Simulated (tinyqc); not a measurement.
From results back to parameters: Koster-Slater impurity in an sp3s* host.

Problem. In the Koster-Slater model a defect shifts the s level of its site by Vs and the p levels by Vp; an A1 level solves 1/Vs = G_s(E) and a T2 level 1/Vp = G_p(E), E from the top of the valence band. A defect has an A1 level at E = 0.5902 eV, one of the energies of the table, and a T2 level at 0.5902 eV.

G(E) of the host (1/eV):
```
E (eV)         G_s         G_p
0.0000  -0.0703904   0.0983504
0.1476  -0.0829898   0.0631952
0.2951  -0.0974283   0.0360821
0.4427  -0.1143896   0.0117698
0.5902  -0.1349294  -0.0121691
0.7378  -0.1608250  -0.0377637
0.8854  -0.1954492  -0.0678119
1.0329  -0.2465335  -0.1080837
1.1805  -0.3395948  -0.1772707
```

Find: Vs, Vp.

Solution. Read G_s and G_p at the two energies and invert them. Vs is attractive and pulls its level down from the conduction bands. Vp is attractive and pulls its level down from the conduction bands.

Vs, Vp (eV): -7.4  -82.2

Run: tinyqc, `OMP_NUM_THREADS=1 python tinyqc.py 1450542 1450543 out.jsonl`; Intel(R) Xeon(R) Processor @ 2.30GHz, one thread, shared host; about 0.01 s of CPU time with all checks.
